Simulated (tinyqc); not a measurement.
Empirical pseudopotential in a few plane waves, step by step. Computed by tinyqc, a small Python program that keeps every step. Settings: plane-wave index or count = 15. Command: `OMP_NUM_THREADS=1 python tinyqc.py 26305 26306 out.jsonl` (the two numbers bound the seeds that draw the settings). One thread of a shared host (Intel(R) Xeon(R) Processor @ 2.60GHz), about 0.2 s of CPU time with the checks.

## Bloch Hamiltonian at G

Parameters chosen for this model: fcc lattice, atoms at +/- a/8 (1,1,1); form factors in rydberg at |G|^2 in units of (2 pi/a)^2:
```
parameter                 value      unit
a                      5.850000  angstrom
VS(3)                 -0.238000        Ry
VS(8)                  0.048000        Ry
VS(11)                 0.054000        Ry
VA(3)                         0        Ry
VA(4)                         0        Ry
VA(11)                        0        Ry
hbar^2/2m (2 pi/a)^2   4.395122        eV
```

k point G (2 pi / a): 0  0  0

Basis: the 15 shortest G (labels in 2 pi/a), the same at every k. H(G,G') = c |k + G|^2 delta + VS(|G-G'|^2) cos((G-G').tau) + i VA sin((G-G').tau), tau = a/8 (1,1,1); 1 Ry = 13.605693 eV.

H(k) at G (eV), lower triangle:
```
           +0+0+0     -1-1-1     -1-1+1     -1+1-1     -1+1+1     +1-1-1     +1-1+1     +1+1-1
+0+0+0   0.000000
-1-1-1   2.289721  13.185366
-1-1+1  -2.289721   0.000000  13.185366
-1+1-1  -2.289721   0.000000   0.653073  13.185366
-1+1+1  -2.289721  -0.653073   0.000000   0.000000  13.185366
+1-1-1  -2.289721   0.000000   0.653073   0.653073   0.000000  13.185366
+1-1+1  -2.289721  -0.653073   0.000000   0.000000   0.653073   0.000000  13.185366
+1+1-1  -2.289721  -0.653073   0.000000   0.000000   0.653073   0.000000   0.653073  13.185366
+1+1+1   2.289721   0.000000  -0.653073  -0.653073   0.000000  -0.653073   0.000000   0.000000
-2+0+0   0.000000  -2.289721  -2.289721  -2.289721   2.289721   0.519517  -0.519517  -0.519517
+0-2+0   0.000000  -2.289721  -2.289721   0.519517  -0.519517  -2.289721   2.289721  -0.519517
+0+0-2   0.000000  -2.289721   0.519517  -2.289721  -0.519517  -2.289721  -0.519517   2.289721
+0+0+2   0.000000  -0.519517   2.289721  -0.519517  -2.289721  -0.519517  -2.289721   0.519517
+0+2+0   0.000000  -0.519517  -0.519517   2.289721  -2.289721  -0.519517   0.519517  -2.289721
+2+0+0   0.000000  -0.519517  -0.519517  -0.519517   0.519517   2.289721  -2.289721  -2.289721

           +1+1+1     -2+0+0     +0-2+0     +0+0-2     +0+0+2     +0+2+0     +2+0+0
+1+1+1  13.185366
-2+0+0  -0.519517  17.580488
+0-2+0  -0.519517   0.653073  17.580488
+0+0-2  -0.519517   0.653073   0.653073  17.580488
+0+0+2  -2.289721  -0.653073  -0.653073   0.000000  17.580488
+0+2+0  -2.289721  -0.653073   0.000000  -0.653073   0.653073  17.580488
+2+0+0  -2.289721   0.000000  -0.653073  -0.653073   0.653073   0.653073  17.580488
```

## Levels at G

Diagonalise the Hermitian matrix.

eigenvalues (eV): -2.391753  8.896980  8.896980  8.896980  11.037351  12.532293  12.532293  12.532293  16.274341  16.274341  17.536339  21.215801  21.215801  21.215801  24.300015

## Bands along a path

The same steps at evenly spaced points between the labelled ones.

Bands along the path (eV), lowest eight:
```
k            band 1    band 2    band 3    band 4     band 5     band 6     band 7     band 8
L         -0.242878  2.694470  8.101269  8.101269  11.029372  13.491496  13.491496  18.154171
L-G 0.33  -1.204701  4.148293  8.180589  8.180589  11.128101  13.403313  13.403313  17.195973
L-G 0.67  -2.080577  6.697193  8.591631  8.591631  11.566029  13.065037  13.065037  14.049948
G         -2.391753  8.896980  8.896980  8.896980  11.037351  12.532293  12.532293  12.532293
G-X 0.33  -1.973901  6.663729  8.105545  8.105545  11.868287  12.940013  14.002420  14.002420
G-X 0.67  -0.738551  3.924919  7.206857  7.206857  11.196165  11.969696  16.884691  16.884691
X          1.254551  1.564624  7.018774  7.018774  10.969233  11.433721  20.336374  20.336374
```

With 4 band(s) filled, the highest filled level on these points lies at G and the lowest empty one at X: a gap of 2.0723 eV, indirect. This holds for the small fixed basis; with all plane waves up to |k + G|^2 = 21 (2 pi/a)^2 the gap along the path is 1.64 eV.

## Convergence with the number of plane waves

Levels at G counted from the fourth one.

Levels (eV):
```
plane waves     level 1   level 5   level 8
9            -14.924045         0  2.612293
15           -11.288732  2.140372  3.635313
27           -10.724374  2.733206  3.381886
51           -10.814545  2.841757  3.475649
59           -10.855511  2.842121  3.298554
65           -10.865930  2.842121  3.266819
89           -10.829625  2.817209  3.296570
```
